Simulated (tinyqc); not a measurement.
Inside a calculation: ellipsoidal valleys in the axes of a wafer and a channel. Values are carried at full precision from step to step, so a last printed digit may differ when a step is redone from the rounded ones.

Valleys with axes a along x, y and z, one whole valley each; inverse mass tensor w = 1/mt + (1/ml - 1/mt) a a. Device axes: z = nz/|nz|, x = nx/|nx|, y = z cross x; in them a = (ax, ay, az). Confinement mass mz = 1/w_zz. In the plane w_ij is replaced by u_ij = w_ij - w_iz w_jz/w_zz (i, j = x, y); density-of-states mass md = 1/sqrt(det u); conductivity mass along x mc = 1/u_xx; ballistic transport mass mx = u_yy/det u, width mass my = 1/u_yy.

Constants: hbar^2/2m0 = 3.80998211 eV angstrom^2; kB = 8.617333262e-05 eV/K.

Parameters, chosen for this exercise (near those of the X valleys of AlAs; not measured data):
```
symbol  value      unit  meaning
ml      1.07       m0    longitudinal mass
mt      0.193      m0    transverse mass
nz      (1, 0, 0)        surface normal (confinement)
nx      (0, 1, 1)        channel direction
t       6          nm    thickness of the film
T       300        K     temperature
```

## Device axes and valley axes

Give the rows x, y, z in cubic components and each valley axis in device components.

device axes, rows x, y, z; columns [100], [010], [001]:
$$\begin{pmatrix}
0.0000 & 0.7071 & 0.7071 \\
0.0000 & -0.7071 & 0.7071 \\
1.0000 & 0.0000 & 0.0000
\end{pmatrix}$$

valley axes, rows x, y, z; columns ax, ay, az:
$$\begin{pmatrix}
0.0000 & 0.0000 & 1.0000 \\
0.7071 & -0.7071 & 0.0000 \\
0.7071 & 0.7071 & 0.0000
\end{pmatrix}$$

## Tensors of the valley x

Form w and the reduced tensor u.

w (1/m0), rows x, y, z and columns alike:
$$\begin{pmatrix}
5.1813 & 0.0000 & 0.0000 \\
0.0000 & 5.1813 & 0.0000 \\
0.0000 & 0.0000 & 0.9346
\end{pmatrix}$$

u (1/m0), rows x, y and columns alike:
$$\begin{pmatrix}
5.1813 & 0.0000 \\
0.0000 & 5.1813
\end{pmatrix}$$

w_xz = w_yz = 0: the normal is a principal axis and u is the upper block of w.

## Masses of all valleys

Give mz, md, mc, mx and my.

Masses (m0):
```
valley      mz      md      mc      mx      my
x       1.0700  0.1930  0.1930  0.1930  0.1930
y       0.1930  0.4544  0.3270  0.6315  0.3270
z       0.1930  0.4544  0.3270  0.6315  0.3270
```

mz md^2 = ml mt^2 = 0.03986 for every valley, so a heavy confinement mass comes with a small density of states. The heaviest mz is 1.070, for x.

## Subbands and shares in a film

Hard walls: E_n = c (n pi/t)^2/mz, c = hbar^2/2m0, n = 1, 2, 3. Non-degenerate share of a valley proportional to md sum_n exp(-E_n/kT); mean 1/mc = sum of share/mc. 1 nm = 10 angstrom.

Give the ladders, the shares and the mean conductivity mass.

Subbands:
```
valley  E1 (meV)  E2 (meV)  E3 (meV)  share
x            9.8      39.0      87.9  0.618
y           54.1     216.5     487.1  0.191
z           54.1     216.5     487.1  0.191
```

mean mc = 0.2289 m0

The lowest ladder (x) holds 62 % of the electrons in these valleys, the next starts 44 meV higher.

## Checks

- mz md^2 against ml mt^2: they agree to 1e-10 or better.
- mx my against md^2: they agree to 1e-10 or better.

Run: tinyqc, `OMP_NUM_THREADS=1 python tinyqc.py 1851264 1851265 out.jsonl`; Intel(R) Xeon(R) Processor @ 2.30GHz, one thread, shared host; about 0.01 s of CPU time with all checks.
